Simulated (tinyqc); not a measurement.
Inside a calculation. Method: Hubbard chain of 2 sites. Computed by tinyqc, a small Python program that keeps every step. Settings: hopping = 0.82, U = 0.9, mixing = 0.2, iteration cap = 60. Command: `OMP_NUM_THREADS=1 python tinyqc.py 30189 30190 out.jsonl` (the two numbers bound the seeds that draw the settings). One thread of a shared host (Intel(R) Xeon(R) Processor @ 2.60GHz), about 0.1 s of CPU time with the checks. Later iterations appear only in the table of the cycle.

## Mean-field iteration 1

one-body matrix (hopping and site energies) (eV):
```
          1         2
1   0.00000  -0.82000
2  -0.82000   0.00000
```

U = 0.90000 eV

electrons, up and down: 1  1

mixing = 0.20000

n(up) at the start (a guess, not normalised): 1 0.80000, 2 0.20000

n(down) at the start (a guess): 1 0.20000, 2 0.80000

H(up) = T + U n(down), H(down) = T + U n(up); fill the lowest levels; n(new) = n + mixing (n(out) - n); E = tr T (rho up + rho down) + U sum n_up n_down of the output.

levels, up (eV): -0.41331  1.31331

levels, down (eV): -0.41331  1.31331

energy = -1.15175 eV

n(up) after iteration 1: 1 0.77128, 2 0.22872

n(down) after iteration 1: 1 0.22872, 2 0.77128

## Mean-field iteration 2

As before.

levels, up (eV): -0.40557  1.30557

levels, down (eV): -0.40557  1.30557

energy = -1.15845 eV

n(up) after iteration 2: 1 0.74556, 2 0.25444

n(down) after iteration 2: 1 0.25444, 2 0.74556

## Mean-field iteration 3

As before.

levels, up (eV): -0.39926  1.29926

levels, down (eV): -0.39926  1.29926

energy = -1.16397 eV

n(up) after iteration 3: 1 0.72247, 2 0.27753

n(down) after iteration 3: 1 0.27753, 2 0.72247

## Convergence

Each step fills the lowest levels of T + U n(other spin) and sets n(new) = n + mixing (n(out) - n); stop when output and input agree to 1e-8.

Course of the cycle:
```
iteration      E (eV)  largest |n(out) - n(in)|  mean |n_up - n_down|
1          -1.1517457                  1.44e-01               0.31275
2          -1.1584529                  1.29e-01               0.28536
3          -1.1639709                  1.15e-01               0.26023
4          -1.1685139                  1.04e-01               0.23720
5          -1.1722569                  9.36e-02               0.21614
6          -1.1753426                  8.45e-02               0.19689
7          -1.1778881                  7.64e-02               0.17931
8          -1.1799889                  6.91e-02               0.16327
9          -1.1817235                  6.26e-02               0.14864
10         -1.1831563                  5.68e-02               0.13531
11         -1.1843402                  5.15e-02               0.12316
...               ...                       ...                   ...
50         -1.1899965                  1.27e-03               0.00309
51         -1.1899971                  1.15e-03               0.00281
52         -1.1899976                  1.05e-03               0.00256
53         -1.1899980                  9.56e-04               0.00232
54         -1.1899983                  8.69e-04               0.00211
55         -1.1899986                  7.91e-04               0.00192
56         -1.1899989                  7.20e-04               0.00175
57         -1.1899991                  6.55e-04               0.00159
58         -1.1899992                  5.96e-04               0.00145
59         -1.1899994                  5.42e-04               0.00132
60         -1.1899995                  4.93e-04               0.00120
```

Not converged within 60 iterations: the residual falls steadily but slowly, by a factor of about 0.91 a step. The lowest mean-field energy found from random starts is -1.19000 eV. Reruns (cap 100 unless said): mixing 0.5: converged in 66 (E = -1.19000); mixing 0.9: converged in 33 (E = -1.19000); the original settings with a cap of 400: converged in 175 (E = -1.19000).

## The many-body Hamiltonian

Basis: all placements (u, d, 2, 0 on each site), up operators ordered before down ones; hops carry the sign of the same-spin electrons passed.

H (eV), lower triangle:
```
          20        ud        du       02
20   0.90000
ud  -0.82000   0.00000
du  -0.82000   0.00000   0.00000
02   0.00000  -0.82000  -0.82000  0.90000
```

## Exact diagonalisation (4 states)

Lowest levels of the sector, and the double occupancy of the lowest state.

lowest levels (eV): -1.25062  0.00000  0.90000  2.15062

double occupancy per site = 0.18385
